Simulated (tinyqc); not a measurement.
Inside a calculation. Model: transfer-length model of a contact.

Computed by the program tinyqc: `OMP_NUM_THREADS=1 python tinyqc.py 2760143 2760144 out.jsonl`, one thread of a shared Intel Xeon 2.30GHz, about 0.01 s for the whole run. Printed values are rounded.

A metal contact of length d and width W on a thin layer of the same width. The metal has no resistance, the sheet resistance under it equals Rsh, and current enters the layer at the front edge x = 0.

Parameters, values chosen for the exercise: contact length d = 0.18 um; contact width W = 0.67 um.

## Straight-line fit

```
gap,L (um),R_T (ohm)
1,0.18,101.54
2,0.32,151.69
3,0.55,234.08
4,0.94,373.78
```

Pairs of such contacts at gaps L have R_T = Rsh L/W + 2 Rc. The values of R_T were made from Rsh and rc and are treated as data. Least squares: slope = sum (L - mean L)(R_T - mean R_T)/sum (L - mean L)^2, intercept = mean R_T - slope mean L. Rsh = slope W, Rc = intercept/2, and A = Rc/slope is half the distance from the origin to the zero of the line.

slope = 358.2106 ohm/um
intercept = 37.06274 ohm
Rsh = 240.0011 ohm/sq
Rc = 18.53137 ohm
A = 0.05173317 um

## Iteration 1: transfer length

Lt at the start = 0.05173317 um

A = Lt coth(d/Lt) is solved for Lt, starting from Lt = A. Lt(new) = sqrt(Lt A tanh(d/Lt)), the geometric mean of the old value and the plain step.

Lt after iteration 1 = 0.05168403 um

## Iteration 2: transfer length

As before.

Lt after iteration 2 = 0.05165981 um

## Course of the iteration

Stop when Lt changes by less than 1e-9 of itself, or after 40 iterations.

Course of the iteration:
```
iteration,Lt (um),relative change
1,0.05168403,9.50e-4
2,0.05165981,4.69e-4
3,0.05164786,2.31e-4
4,0.05164196,1.14e-4
5,0.05163905,5.63e-5
6,0.05163762,2.78e-5
7,0.05163691,1.37e-5
8,0.05163656,6.77e-6
9,0.05163639,3.34e-6
...,...,...
13,0.05163623,1.98e-7
14,0.05163622,9.77e-8
15,0.05163622,4.82e-8
16,0.05163622,2.38e-8
17,0.05163622,1.17e-8
18,0.05163622,5.79e-9
19,0.05163622,2.86e-9
20,0.05163622,1.41e-9
21,0.05163622,6.96e-10
```

Converged in 21 iterations.

## Contact resistivity

converged Lt = 0.05163622 um

rc = Rsh Lt^2. Short cuts: Rsh A^2 (long contact, Lt = A) and Rc W d (short contact, even current).

rc = 6.399147e-9 ohm cm^2
Rsh A^2 = 6.423199e-9 ohm cm^2
Rc W d = 2.234883e-8 ohm cm^2

The extracted rc is 0.013 % below the value 6.4e-9 ohm cm^2 that made the data. The long-contact form is 0.38 % above the extracted value and the short-contact form 3.49 times it; both can only overstate it.
